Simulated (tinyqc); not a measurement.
# Energy and delay of logic against supply voltage: effects of single changes

One expression serves below and above threshold: I(Vg) = Ik [ln(1 + exp((Vg - VT + dd V)/(al nf Vt)))]^al, with I_on = I(V) and I_off = I(0). Gate delay td = kd C V/I_on, clock period LD td. Per gate and cycle the switching energy is act C V^2 and the leakage energy I_off V LD td. No short-circuit current, no variation. Minima are sought above 0.09 V; below a few Vt gates no longer switch and the model has no meaning.

Parameters, values chosen for the exercise; values of the order met in logic technologies:
```
symbol,value,unit,meaning
T,300,K,temperature
VT,0.37,V,threshold voltage at zero drain bias
nf,1.07,,slope factor
dd,0.1,,barrier lowering per volt of supply
Ik,1.3,uA,specific current of a gate
al,1.8,,exponent of the current law
C,1.7,fF,load capacitance of a gate
kd,1,,delay factor
LD,12,,logic depth
act,0.2,,activity factor
```

Constants: q = 1.602176634e-19 C, kB = 1.380649e-23 J/K, Vt = kB T/q. Results are converted to the units shown.

Each table varies one quantity; the others keep the values above.

## Energy and delay against supply voltage

EDP = energy times td.

Results:
```
V (V),I_on (uA),I_off (nA),td (ps),switching (aJ),leakage (aJ),energy (aJ),EDP (fJ ps)
0.15,7.746e-4,0.003468,3.292e5,7.650,2.055,9.705,3195
0.27,0.07678,0.005350,5978,24.79,0.1036,24.89,148.8
0.38,2.048,0.007961,315.5,49.10,0.01145,49.11,15.49
0.5,13.31,0.01228,63.85,85.00,0.004705,85.00,5.427
0.62,35.38,0.01894,29.79,130.7,0.004198,130.7,3.893
0.85,103.0,0.04346,14.03,245.7,0.006220,245.7,3.447
0.97,150.3,0.06701,10.97,319.9,0.008559,319.9,3.510
1.08,200.5,0.09965,9.159,396.6,0.01183,396.6,3.632
1.2,262.4,0.1536,7.774,489.6,0.01719,489.6,3.806
```

Estimate the missing row, V = 0.73 V.

Computed row:
```
V (V),I_on (uA),I_off (nA),td (ps),switching (aJ),leakage (aJ),energy (aJ),EDP (fJ ps)
0.73,63.79,0.02818,19.45,181.2,0.004803,181.2,3.525
```

With this row back in the table: td falls from 3.29e5 to 7.77 ps; the energy rises from 9.70 to 490 aJ and the EDP goes from 3190 through a minimum of 3.45 (at V = 0.85 V among the rows listed) to 3.81 fJ ps. The exact minima lie at V = 0.116 V for the energy and 0.841 V for the EDP. Going from 1.2 V to the energy minimum saves a factor of 56.0 in energy and costs a factor of 1.27e5 in delay.

## Optimum supplies against the threshold voltage at zero drain bias

Same model as above.

V_min minimises the energy and V_EDP the product of energy and td.

Result of one run:
```
VT (V),V_min (V),energy at V_min (aJ),leakage share (%),clock at V_min (MHz),V_EDP (V),clock at V_EDP (GHz)
0.35,0.1155,8.757,48.19,0.1726,0.7954,5.560
```

What becomes of these results when the threshold voltage at zero drain bias VT is changed from 0.35 to 0.4 V, all else the same?

Result of the changed run:
```
VT (V),V_min (V),energy at V_min (aJ),leakage share (%),clock at V_min (MHz),V_EDP (V),clock at V_EDP (GHz)
0.4,0.1156,8.732,47.97,0.02858,0.9091,6.187
```

The whole series:
```
VT (V),V_min (V),energy at V_min (aJ),leakage share (%),clock at V_min (MHz),V_EDP (V),clock at V_EDP (GHz)
0.15,0.1043,10.73,65.54,117.7,0.3505,2.992
0.2,0.1125,9.487,54.62,30.10,0.4553,3.568
0.25,0.1146,9.003,50.41,5.859,0.5681,4.247
0.3,0.1153,8.823,48.79,1.027,0.6817,4.914
0.35,0.1155,8.757,48.19,0.1726,0.7954,5.560
0.4,0.1156,8.732,47.97,0.02858,0.9091,6.187
0.45,0.1156,8.723,47.88,0.004705,1.023,6.799
0.5,0.1156,8.720,47.85,7.728e-4,1.136,7.397
0.55,0.1156,8.719,47.84,1.268e-4,1.250,7.983
```

As VT goes from 0.15 to 0.55, V_min rises from 0.104 to 0.116 V, the energy there falls from 10.7 to 8.72 aJ, the clock there falls from 118 to 1.27e-4 MHz and V_EDP rises from 0.351 to 1.25 V. V_min lies below VT for VT = 0.15, 0.2, 0.25, 0.3, 0.35, 0.4, 0.45, 0.5, 0.55 V. As VT grows, I_on too becomes a subthreshold current, VT cancels more and more from the energy, and it mainly sets the clock.

Numbers from tinyqc (`OMP_NUM_THREADS=1 python tinyqc.py 2082179 2082180 out.jsonl`; about 0.01 s on one thread of a shared Intel Xeon 2.30GHz).
